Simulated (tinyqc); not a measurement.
# On-chip interconnect, size-dependent resistivity and RC delay: effects of single changes

A rectangular line between two neighbours and two ground planes. Surface and grain-boundary scattering are added to the bulk resistivity as corrections; capacitances are parallel-plate values without fringing; inductance is ignored.

Values chosen for this exercise; metal values close to those of copper:
```
symbol,value,unit,meaning
rho0,1.65,uohm cm,bulk resistivity
lam,40.4,nm,bulk mean free path
ps,0,,specular share of surface scattering
Rg,0.44,,reflection coefficient of grain boundaries
gr,0.7,,grain size over the metal width
wd,16,nm,drawn line width
AR,2,,"aspect ratio, height over width"
tl,1.7,nm,"liner on both walls and the bottom, not conducting"
sp,16,nm,space to the neighbouring lines
hd,23,nm,dielectric height to the planes above and below
ek,2.2,,relative permittivity of the dielectric
Mf,0,,Miller factor of the neighbours
Rd,1500,ohm,driver resistance
Cl,0.093,fF,load capacitance
rho2,5.16,uohm cm,bulk resistivity of the second metal (close to molybdenum)
lam2,11.4,nm,mean free path of the second metal
tl2,0.4,nm,liner of the second metal
```

Constants: eps0 = 8.8541878128e-12 F/m. Results are converted to the units shown.

Each table varies one quantity; the others keep the values above.

## Delay against the line length

Metal width x = wd - 2 tl, height y = AR wd - tl; grain boundaries (Mayadas-Shatzkes): al = (lam/(gr x)) Rg/(1 - Rg), g = 1/[1 - 3 al/2 + 3 al^2 - 3 al^3 ln(1 + 1/al)] - 1; surfaces (Fuchs-Sondheimer, thick limit): s = (3/8) lam (1 - ps)(1/x + 1/y); rho = rho0 (1 + g + s); r = rho/(x y); c = eps0 ek (2 wd/hd + 2 Mf AR wd/sp). Elmore delay tE = Rd (c Lw + Cl) + r Lw (c Lw/2 + Cl); t50 is the time at which the far end of a ladder of 30 pi sections (half capacitances at both ends, Cl at the far end, a step applied through Rd) reaches half the step; line share r Lw/(Rd + r Lw); estimate 0.69 Rd (c Lw + Cl) + 0.38 r c Lw^2 + 0.69 r Lw Cl.

The same in every row: rho (uohm cm) = 12.47; r (ohm/um) = 326.7; c (fF/um) = 0.02710.

Result of one run:
```
Lw (um)  tE (ps)  t50 (ps)  estimate (ps)  line share of the resistance (%)
1         0.2150    0.1501         0.1486                             17.88
```

What becomes of these results when the line length Lw is changed from 1 to 1000 um, all else the same?

Result of the changed run:
```
Lw (um)  tE (ps)  t50 (ps)  estimate (ps)  line share of the resistance (%)
1000        4498      3407           3414                             99.54
```

The whole series:
```
Lw (um)  tE (ps)  t50 (ps)  estimate (ps)  line share of the resistance (%)
1         0.2150    0.1501         0.1486                             17.88
3         0.3924    0.2795         0.2736                             39.52
7         0.8537    0.6232         0.6042                             60.39
20         3.331     2.493          2.422                             81.33
50         14.76     11.15          10.96                             91.59
100        51.51     38.99          38.64                             95.61
400        736.9     558.1          558.0                             98.87
1000        4498      3407           3414                             99.54
3000     4.006e4   3.034e4        3.043e4                             99.85
```

As Lw goes from 1 to 3000, r stays at 327 ohm/um, c stays at 0.0271 fF/um and t50 rises from 0.150 to 30300 ps. t50/tE lies between 0.698 and 0.757, and the estimate is within 3.0 % of t50. The delay goes as Lw^(0.57) for the shortest lines and Lw^(1.99) for the longest; the line resistance equals Rd at 4.59 um.

## Two metals against line width

Metal width x = wd - 2 tl, height y = AR wd - tl; grain boundaries (Mayadas-Shatzkes): al = (lam/(gr x)) Rg/(1 - Rg), g = 1/[1 - 3 al/2 + 3 al^2 - 3 al^3 ln(1 + 1/al)] - 1; surfaces (Fuchs-Sondheimer, thick limit): s = (3/8) lam (1 - ps)(1/x + 1/y); rho = rho0 (1 + g + s); r = rho/(x y). The second metal has rho2, lam2 and tl2 in place of rho0, lam and tl; ps, Rg, gr and AR are shared.

Results:
```
wd (nm)  rho, first (uohm cm)  rho, second (uohm cm)  r, first (ohm/um)  r, second (ohm/um)  ratio second/first
6.5                     44.21                  26.51            1.262e4                3691              0.2924
8                       30.62                  22.13               4656                1970              0.4232
10                      22.02                  18.50               1823                1026              0.5628
17                      11.69                  12.82              266.2               235.6              0.8851
22                      9.039                  11.05              114.9               119.5               1.040
30                      6.854                  9.465              44.20               54.39               1.231
45                      5.007                  8.029              13.63               20.27               1.487
70                      3.768                  7.009              4.091               7.255               1.773
120                     2.874                  6.243              1.034               2.186               2.113
```

Estimate the missing row, wd = 13 nm.

Computed row:
```
wd (nm)  rho, first (uohm cm)  rho, second (uohm cm)  r, first (ohm/um)  r, second (ohm/um)  ratio second/first
13                      15.77                  15.28              676.2               489.2              0.7235
```

With this row back in the table: The resistivity of the first metal falls from 44.2 to 2.87 uohm cm and that of the second goes from 26.5 to 6.24 uohm cm as the line widens. The products rho0 lam, which set the size effect, are 66.7 and 58.8 uohm cm nm. The two resistances cross at wd = 20.6 nm: below it the second metal gives the lower line resistance. For widths well under the mean free path the thick-limit surface term is only a guide.

Range of the model: The metal width is under the mean free path, where the thick-limit surface term and the simple sum of corrections lose accuracy.

Numbers from tinyqc (`OMP_NUM_THREADS=1 python tinyqc.py 2100077 2100078 out.jsonl`; about 0.01 s on one thread of a shared Intel Xeon 2.30GHz).
